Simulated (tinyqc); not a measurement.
Worked calculation: Heisenberg magnet: exchange from energy differences, ordering vector, linear spin waves and ordering temperature. Computed by tinyqc, a small Python program that keeps every step. Command: `OMP_NUM_THREADS=1 python tinyqc.py 3031424 3031425 out.jsonl magnon walk`. One thread of a shared host (Intel(R) Xeon(R) Processor @ 2.30GHz), about 0.03 s of CPU time with the checks. Intermediate numbers are printed to about 6 digits and carried at full precision; extremes and crossings named in words are read from the listed rows.

H = -sum over pairs <ij> J_ij S_i.S_j - K sum_i (S_i^z)^2, each pair once, J > 0 ferromagnetic. First neighbours: 4 at a (1, 0), second: 4 at a (1, 1), with all permutations and signs.

Inputs (values chosen for the exercise, for a model magnet):
```
quantity,value,unit
exchange J1,-0.26,meV
exchange J2,0.057,meV
spin S,3.5,-
single-ion anisotropy K,0.014,meV
lattice constant a,5.13,angstrom
mesh divisions n,60,-
temperature T,24,K
```

Lattice: square. Order: Neel (nearest neighbours antiparallel).

wave vector q (2 pi/a): [0.44, 0.36]

Constants: h x 1 THz = 4.135667696 meV; k_B = 8.617333262e-05 eV/K.

## Energies of ordered states

J(q) = J1 g1(q) + J2 g2(q), g_s(q) = sum over shell s of cos(q.R). A classical spiral or collinear state of wave vector Q has the exchange energy -(S^2/2) J(Q) per site.

States, Q in 2 pi/a:
```
Q,g1,g2,energy (meV/site)
"G (0, 0)",4,4,4.9735
"X (0.5, 0)",0,-4,1.3965
"M (0.5, 0.5)",-4,4,-7.7665
```

The lowest of these is M (0.5, 0.5), 9.163 meV per site below X (0.5, 0).

## Back from energy differences to J1 and J2

Subtract the first row of the table from the second and third: dE = -(S^2/2)(dg1 J1 + dg2 J2), two equations for two unknowns, as in mapping total energies onto a spin model.

coefficients:
```
,J1,J2
1,24.5,49.0
2,49.0,0.0
```

energy differences (meV/site): [-3.577, -12.740]

J1, J2 (meV): [-0.260, 0.057]

## Magnon energy at q

g_s(q) = sum over shell s of cos(q.R), z1 = g1(0). A(q) = S [-J1 g1(0) + J2 (g2(0) - g2(q))] + (2S - 1) K, B(q) = S J1 g1(q), E(q) = sqrt(A^2 - B^2). The factor 2S - 1 removes the anisotropy for S = 1/2.

g1(q) = -3.13440

g2(q) = 2.37065

E(q) = 2.87388 meV

frequency = 0.694902 THz

## Long waves and the gap

sum R_x^2 over the shells is s1 = 2 a^2 and s2 = 4 a^2. Without K, E = c q with c = S sqrt(z1 |J1| (|J1| s1 + J2 s2)); the gap is E(0) = sqrt(k (k + 2 S z1 |J1|)), k = (2S - 1) K.

spin-wave velocity c = 15.8363 meV angstrom

gap = 0.786496 meV

Exchange enhances the gap to 9.4 times (2S - 1) K, the geometric mean of anisotropy and exchange.

## Dispersion

The formulas are those given above.

Energies (meV); X = (0.5, 0), M = (0.5, 0.5) in 2 pi/a:
```
line,fraction of the way,E(q),sqrt(gap^2 + c^2 q^2)
G-X,0.10,1.24561,1.24864
G-X,0.25,2.45165,2.54889
G-X,0.50,4.13958,4.91241
G-X,0.75,5.05826,7.31595
G-X,1.00,5.32000,9.72991
G-M,0.10,1.56753,1.58102
G-M,0.20,2.70659,2.85356
G-M,0.30,3.66789,4.18904
G-M,0.40,4.30115,5.54215
G-M,0.50,4.52200,6.90253
```

At the end of the G-X rows the long-wave form is 1.83 times the true energy. At the end of the G-M rows the long-wave form is 1.53 times the true energy. It holds to 5 % in 3 of the ten rows; nearer the zone boundary the cosine flattens the band.

## Loss of moment

Mesh: q = sum_i (m_i + 1/2)/n b_i, m_i = 0..n-1, b = [[1, 0], [0, 1]] in 2 pi/a; <..> is the mean over the mesh. n = 1/(exp(E/(k_B T)) - 1); zero-point loss <A/(2E) - 1/2>, thermal loss <(A/E) n>; moment = S less the losses.

zero-point loss = 0.107517

thermal loss = 0.382609

moment <S^z> = 3.00987

Zero-point motion removes 3.1 % of S. The thermal loss is 10.93 % of S.

## Ordering temperature

K left out. Mean field: k_B T = S (S + 1) J(Q)/3 at the ordering vector Q; random-phase (Tyablikov): k_B T = [S (S + 1)/3] / <1/(J(Q) - J(q))>, which diverges in two dimensions and gives 0; Curie-Weiss theta = S (S + 1) J(0)/(3 k_B).

mean-field ordering temperature = 77.2513 K

random-phase ordering temperature = 0 K

Curie-Weiss temperature = -49.4701 K

|theta|/T(mean field) = 0.64: below 1, as the ferromagnetic J2 helps the order.

Checks made by the program: the long-wave formula against the dispersion (relative difference 3e-06).
